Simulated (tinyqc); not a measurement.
Tunnelling through a two-layer gate stack, WKB transmission and Tsu-Esaki current: effect of the tunnelling mass m1.

Electrons leave the emitter at x = 0. Energies E (motion across the layers) are in eV from the emitter Fermi level; the collector Fermi level lies at -V and offers states at every E. No charge in the dielectric and no image force: F1 = V/(t1 + t2 eps1/eps2), F2 = F1 eps1/eps2; U = phi1 - F1 x in layer 1 and phi2 - F1 t1 - F2 (x - t1) in layer 2. With C = hbar^2/(2 m0), kappa = sqrt(m (U - E)/C) where U > E and 0 elsewhere; T(E) = exp(-S), S = 2 times the integral of kappa over x.

Each layer adds (2/F) sqrt(m/C) [G(u at its left edge) - G(u at its right edge)] to S, with u = U - E (0 where negative) and G(u) = (2/3) u^1.5. J = J0 times the integral of T(E) N(E) dE, N = ln[(1 + exp(-E/Vt))/(1 + exp((-E - V)/Vt))], J0 = q^2 me m0 kB T/(2 pi^2 hbar^3) (times 1e-4 for A/cm^2 per eV), from E = -Ef to far above the barrier (T = 1 there), by quadrature converged to the digits shown.

Parameters, values chosen for the exercise; layer 1 close to aluminium oxide, layer 2 close to hafnium oxide:

| symbol | value | unit | meaning |
|---|---|---|---|
| T | 400 | K | temperature |
| Ef | 0.16 | eV | Fermi energy of the emitter above its band bottom |
| me | 1 | m0 | emitter mass in the supply function |
| phi1 | 2.64 | eV | barrier of layer 1 above the emitter Fermi level at zero bias |
| t1 | 0.8 | nm | thickness of layer 1 |
| eps1 | 9.12 |  | relative permittivity of layer 1 |
| phi2 | 1.51 | eV | barrier of layer 2 at zero bias |
| m2 | 0.21 | m0 | tunnelling mass of layer 2 |
| t2 | 2.6 | nm | thickness of layer 2 |
| eps2 | 22 |  | relative permittivity of layer 2 |
| V | 0.7 | V | voltage across the dielectric |

Constants: q = 1.602176634e-19 C, kB = 1.380649e-23 J/K, hbar = 1.054571817e-34 J s, m0 = 9.1093837015e-31 kg, Vt = kB T/q, hbar^2/(2 m0) = 0.0380998212 eV nm^2. Results are converted to the units shown.

Result of one run:
```
m1 (m0)  S at E = 0   T(E = 0)  J (A/cm^2)  mean E of the current (eV)
0.5           21.40  5.079e-10     0.06579                    -0.06295
```

What becomes of these results when the tunnelling mass of layer 1 m1 is changed from 0.5 to 0.2 m0, all else the same?

Result of the changed run:
```
m1 (m0)  S at E = 0  T(E = 0)  J (A/cm^2)  mean E of the current (eV)
0.2           18.04  1.465e-8       1.981                    -0.06617
```

The whole series:
```
m1 (m0)  S at E = 0   T(E = 0)  J (A/cm^2)  mean E of the current (eV)
0.12          16.74   5.396e-8       7.423                    -0.06738
0.15          17.26   3.180e-8       4.344                    -0.06689
0.2           18.04   1.465e-8       1.981                    -0.06617
0.25          18.72   7.401e-9      0.9918                    -0.06553
0.31          19.46   3.551e-9      0.4714                    -0.06483
0.4           20.44   1.334e-9      0.1749                    -0.06389
0.5           21.40  5.079e-10     0.06579                    -0.06295
0.63          22.52  1.657e-10     0.02116                    -0.06185
```

J falls from 7.42 to 0.0212 A/cm^2. S goes as m1^(0.18): only one of the two layers feels this mass, so the power is below 0.5.

Numbers from tinyqc (`OMP_NUM_THREADS=1 python tinyqc.py 2540097 2540098 out.jsonl`; about 0.03 s on one thread of a shared Intel Xeon 2.30GHz).
